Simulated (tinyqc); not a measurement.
Joule-heated wire on a substrate, fin equation: two steps of the calculation.

A wire of length L loses heat along itself to two contacts and sideways to the substrate: kap A theta'' - g theta + p = 0 with theta = T - T0 and p = p0. Each end passes the heat flow theta/Rc to its contact. Constant conductivity, diffusive heat flow.

Parameters, values chosen for the exercise:
- T0 = 300 K (temperature of substrate and contacts)
- kap = 40 W/(m K) (conductivity along the wire)
- A = 410 nm^2 (cross-section)
- g = 0.18 W/(m K) (conductance per length to the substrate)
- L = 1100 nm (length between the contacts)
- Rc = 9.2 K/uW (thermal resistance of each contact)
- p0 = 0.014 uW/nm (heating per length)

Problem 1. The tridiagonal system. Nodes x_i = i h, h = L/8; box widths w_i = h (h/2 at the ends); c = kap A/h; equation of node i: -c theta_(i-1) + d_i theta_i - c theta_(i+1) = b_i with d_i = 2 c + g w_i, b_i = p(x_i) w_i; at the end nodes d = c + g h/2 + 1/Rc and the missing neighbour is dropped.

Wanted: c; d; b.

Solution 1.

c = 0.11927 uW/K

```
node  d (uW/K)   b (uW)
0      0.24034  0.96250
1      0.26330   1.9250
2      0.26330   1.9250
3      0.26330   1.9250
4      0.26330   1.9250
5      0.26330   1.9250
6      0.26330   1.9250
7      0.26330   1.9250
8      0.24034  0.96250
```

Problem 2. Temperature rise. Solve -c theta_(i-1) + d_i theta_i - c theta_(i+1) = b_i for nodes 0 to 8.

c = 0.11927273 uW/K

```
node    d (uW/K)  b (uW)
0     0.24034338  0.9625
1     0.26329545   1.925
2     0.26329545   1.925
3     0.26329545   1.925
4     0.26329545   1.925
5     0.26329545   1.925
6     0.26329545   1.925
7     0.26329545   1.925
8     0.24034338  0.9625
```

Wanted: theta.

Solution 2.

theta, node 0 to 8 (K): 25.428  43.170  53.731  59.302  61.038  59.302  53.731  43.170  25.428

Program tinyqc, `OMP_NUM_THREADS=1 python tinyqc.py 2520108 2520109 out.jsonl`; Intel Xeon 2.30GHz, shared host, one thread, about 0.01 s.
